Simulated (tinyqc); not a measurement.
Heat flow across a film from the phonon Boltzmann equation in the relaxation-time approximation: one step, computed by the program tinyqc. Command: `OMP_NUM_THREADS=1 python tinyqc.py 3006705 3006706 out.jsonl slabbte walk`. One thread of a shared host (Intel(R) Xeon(R) Processor @ 2.30GHz), about 0.01 s of CPU time with the checks.

Two black walls, hot at x = 0 and cold at x = L, emit phonons isotropically. For one free path Lambda, with tau = x/Lambda, tau_L = L/Lambda and phi = (T - T_cold)/Delta T, energy balance gives phi(tau) = (1/2) [E2(tau) + int_0^tau_L phi(s) E1(|tau - s|) ds]; E_n are the exponential integrals. The flux over the ballistic flux C v Delta T/4 is psi = 1 - 2 int_0^tau_L phi(s) E2(s) ds, and kappa_eff/kappa = (3/4) tau_L psi. kappa = C v Lambda/3 is an input, so at fixed kappa a longer free path means a smaller C v.

Question. Temperature profile and flux in the small system. Cut the film into n equal cells with constant phi, collocated at the centres c_i: the kernel integrates to A_ij = |E2(|c_i - e_j|) - E2(|c_i - e_(j+1)|)|/2 for cell edges e_j, and A_ii = 1 - E2(half a cell); solve (1 - A) phi = E2(c)/2; psi = 1 - 2 sum_j phi_j [E3(e_j) - E3(e_(j+1))]. In short, (1 - A) phi = b and psi = 1 - 2 sum_j w_j phi_j, with b the right-hand side and w_j the flux weights; the cells divide 0 to tau_L.

1 - A, lower triangle (symmetric):
```
,1,2,3,4,5,6
1,0.3634533
2,-0.1345603,0.3634533
3,-0.0325439,-0.1345603,0.3634533
4,-0.0097395,-0.0325439,-0.1345603,0.3634533
5,-0.0031811,-0.0097395,-0.0325439,-0.1345603,0.3634533
6,-0.0010917,-0.0031811,-0.0097395,-0.0325439,-0.1345603,0.3634533
```

right-hand side E2(c)/2: [0.1817267, 0.04716637, 0.01462245, 0.004882935, 0.001701813, 6.101003e-04]

optical thickness tau_L = 5.263158

flux weights E3(e_j) - E3(e_(j+1)): [0.3702964, 0.08869240, 0.02711701, 0.008999420, 0.003125365, 0.001117842]

Give: phi at the cell centres; psi, small system.

Answer.

phi at the cell centres: [0.8214, 0.6915, 0.5637, 0.4363, 0.3085, 0.1786]

psi, small system = 0.2283
